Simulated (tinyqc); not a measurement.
What each parameter of the potential does: deformation potentials from a strained empirical pseudopotential.

Diamond lattice, no spin-orbit coupling. Atomic form factor V(q) = a1 (q^2 - a2)/(a3 exp(a4 q^2) - 1) in rydberg with q in 1/bohr, for the unstrained cell. Under a strain e the reciprocal vectors and k go over into (1 + e)^(-1) G, the atoms sit at +/- tau with tau = (1 + e) a (1,1,1)/8 - zeta a (eyz, ezx, exy)/4, and H(G,G') = c |k + G|^2 delta + (V(q)/det(1 + e)) cos(q.tau), q = G - G', with the term q = 0 left out; c = hbar^2/2m0. The basis is fixed before straining: all G with |k + G|^2 up to 16 (2 pi/a)^2. k is given in units of 2 pi/a of the unstrained cell.

Constants: hbar^2/2m0 = 3.80998211 eV angstrom^2; Ry = 13.60569312 eV; a0 (Bohr radius) = 0.5291772105 angstrom.

Inputs chosen for the exercise (a germanium-sized cell with gaps well above those of Ge; shifted at random, so the results belong to these values and not to a real crystal): a = 5.65 angstrom (lattice constant); a1 = 0.403; a2 = 2.44; a3 = 2.064; a4 = 0.459; kD = 0.82 2 pi/a (position of the Delta minimum).

Gaps from the valence top to level 5 at Gamma and level 5 at (kD,0,0) and L, and their deformation potentials [E(+h) - E(-h)]/(3 ln((1 + h)/(1 - h))) for e = +/- h 1, h = 0.002. The row for the lattice constant keeps V(q) without the volume factor, so it is not a strain.

Results for these values:

| case | Gamma (eV) | Delta (eV) | L (eV) | potential Gamma (eV) | potential Delta (eV) | potential L (eV) |
|---|---|---|---|---|---|---|
| base | 1.521 | 1.296 | 1.132 | -8.92 | 0.86 | -2.89 |

What happens to each result for a3 = 2.085, all else kept?

Answer: Gamma falls from 1.521 to 1.501; Delta falls from 1.296 to 1.200; L falls from 1.132 to 1.071; potential Gamma rises from -8.92 to -8.82; potential Delta rises from 0.86 to 0.89; potential L rises from -2.89 to -2.86.

The same for each parameter in turn:

| case | Gamma (eV) | Delta (eV) | L (eV) | potential Gamma (eV) | potential Delta (eV) | potential L (eV) |
|---|---|---|---|---|---|---|
| base | 1.521 | 1.296 | 1.132 | -8.92 | 0.86 | -2.89 |
| a = 5.707 angstrom | 1.313 | 1.531 | 1.184 | -9.11 | 0.55 | -3.10 |
| a1 = 0.407 | 1.542 | 1.367 | 1.179 | -9.00 | 0.83 | -2.93 |
| a2 = 2.416 | 1.659 | 1.234 | 1.150 | -8.87 | 0.93 | -2.85 |
| a3 = 2.085 | 1.501 | 1.200 | 1.071 | -8.82 | 0.89 | -2.86 |
| a4 = 0.454 | 1.582 | 1.372 | 1.194 | -9.07 | 0.78 | -2.99 |

(tinyqc, `OMP_NUM_THREADS=1 python tinyqc.py 1880722 1880723 out.jsonl`, Intel(R) Xeon(R) Processor @ 2.30GHz, 1 thread, shared host, about 0.2 s.)
